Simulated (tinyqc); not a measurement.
Donor level screened by free carriers (Yukawa potential): sweeps and comparisons. A value that a table varies takes the place of the one given here.

Potential -(q/(eps r)) exp(-ks r), q = e^2/(4 pi eps0). In units Ry* = Ry m/eps^2 and a* = a0 eps/m the problem is [-Laplacian - 2 exp(-x r)/r] psi = E psi with x = ks a*.

Converged values use 18 functions exp(-z r), z = 1.55^i, i = -11 to 6: S = 2/A^3, H = z_i z_j S - 2/(A + x)^2, A = z_i + z_j.

Screening wave number: Debye ks^2 = 4 pi q n/(eps kB T); Thomas-Fermi ks^2 = 6 pi q n/(eps EF) with EF = c (3 pi^2 n/gv)^(2/3)/m, c = hbar^2/2m0; the two are joined by 1/ks^2 = sqrt(1/ks_D^4 + 1/ks_TF^4). 1e18/cm^3 = 1e-6/angstrom^3, q = e^2/(4 pi eps0).

Constants: e^2/(4 pi eps0) = 14.39964547 eV angstrom; kB = 8.617333262e-05 eV/K; hbar^2/2m0 = 3.80998211 eV angstrom^2; Ry = 13.60569312 eV; a0 (Bohr radius) = 0.5291772105 angstrom.

Inputs chosen for the exercise (near those of a donor in 4H SiC, with one mean mass; the results hold for these values, not for the real material):
```
symbol  value                                       unit         meaning
xs      (0.03, 0.15, 0.29, 0.47, 0.71, 0.92, 1.04)               values of x
m       0.396                                       m0           mass
eps     9.8                                                      dielectric constant
gv      3                                                        valleys
T       400                                         K            temperature
nl      (0.045, 0.15, 0.45, 1.5, 4.5, 15, 45)       x 1e18/cm^3  densities
n       1.5                                         x 1e18/cm^3  free-carrier density
```

## Towards the loss of the bound state

First order (-1 + 2x), one-parameter (minimum of z^2 - 8 z^3/(2z + x)^2) and converged 1s energies in Ry*, and the mean radius in a*; a dash marks an unbound result.

Results:
```
x     first order  trial function  converged   <r>
0.03      -0.9400         -0.9413    -0.9413  1.50
0.15      -0.7000         -0.7309    -0.7309  1.53
0.29      -0.4200         -0.5276    -0.5282  1.60
0.47      -0.0600         -0.3219    -0.3246  1.77
0.71            -         -0.1286    -0.1376  2.23
0.92            -         -0.0245    -0.0420  3.32
1.04            -               -    -0.0128  5.31
```

What can be read from the table?

First order loses the state at x = 0.5, the trial function reaches zero energy at x = 1.00, and the exact limit is 1.19. The radius starts at 1.5 a*, grows slowly at first (1.60 at x = 0.29), then steadily, and swells towards the end (5.3 at 1.04), where a single exponential fails: the binding vanishes as the square of the distance from 1.19.

## Binding against carrier density

Ry* = 56.1001 meV
a* = 13.096 angstrom

x from the joined ks; converged 1s binding (dash: x above 1.17, at or past the limit 1.19 where the state unbinds).

Results:
```
n (1e18/cm^3)  EF/kB T  1/ks (angstrom)      x  binding (meV)  n^(1/3) a*
0.045             0.02            203.7  0.064          49.22       0.047
0.15              0.04            111.6  0.117          44.01       0.070
0.45              0.08             64.4  0.203          36.40       0.100
1.5               0.17             35.4  0.370          24.14       0.150
4.5               0.35             20.6  0.635          10.49       0.216
15                0.78             11.8  1.106           0.23       0.323
45                1.62              7.8  1.675              -       0.466
```

What can be read from the table?

The binding falls from 49.2 to 0.2 meV (bare value 56.1); it passes half the bare value between 0.45 and 1.5 x 1e18/cm^3. The level is unbound, or bound by less than 0.001 Ry*, from 45 x 1e18/cm^3 on; as the density rises, it is lost by the time n^(1/3) a* reaches 0.47. x grows with exponent 0.50 in n at the start and 0.38 at the end (1/2 for Debye, 1/6 for Thomas-Fermi screening). The level survives to n^(1/3) a* = 0.32, past the 0.26 of the Mott rule, which corresponds to x = 1 for one valley with degenerate screening; here the level lasts until x = 1.19, the screening is at most the degenerate value, and overlap of donors is left out.

## What each parameter does

Ry* = Ry m/eps^2, a* = a0 eps/m, x = ks a* with the joined ks; converged binding. Each row changes one parameter from the base and keeps the others.

Results:
```
case                  1/ks (angstrom)      x  binding in Ry*  binding (meV)
base                             35.4  0.370           0.430          24.14
n = 2.25 x 1e18/cm^3             29.0  0.452           0.342          19.19
T = 460 K                        37.9  0.345           0.459          25.76
m = 0.444 m0                     35.4  0.330           0.477          30.03
eps = 9                          33.9  0.355           0.448          29.81
gv = 4                           35.4  0.370           0.430          24.11
```

What does this show?

The largest shifts from the base row, up to three for each result and ties (the steps differ in size, so this ranks the rows, not the parameters). 1/ks (angstrom): n -6.4, T +2.5, eps -1.5; unchanged at the printed digits by m and gv. x: n +0.082, m -0.040, T -0.025; unchanged at the printed digits by gv. binding in Ry*: n -0.088, m +0.047, T +0.029; unchanged at the printed digits by gv. binding (meV): m +5.89, eps +5.67, n -4.95.

Computed by tinyqc, a small Python program: `OMP_NUM_THREADS=1 python tinyqc.py 1282035 1282036 out.jsonl` (the numbers bound the seed that draws the inputs); one thread of a shared host (Intel(R) Xeon(R) Processor @ 2.30GHz), about 0.01 s for the whole set of steps.
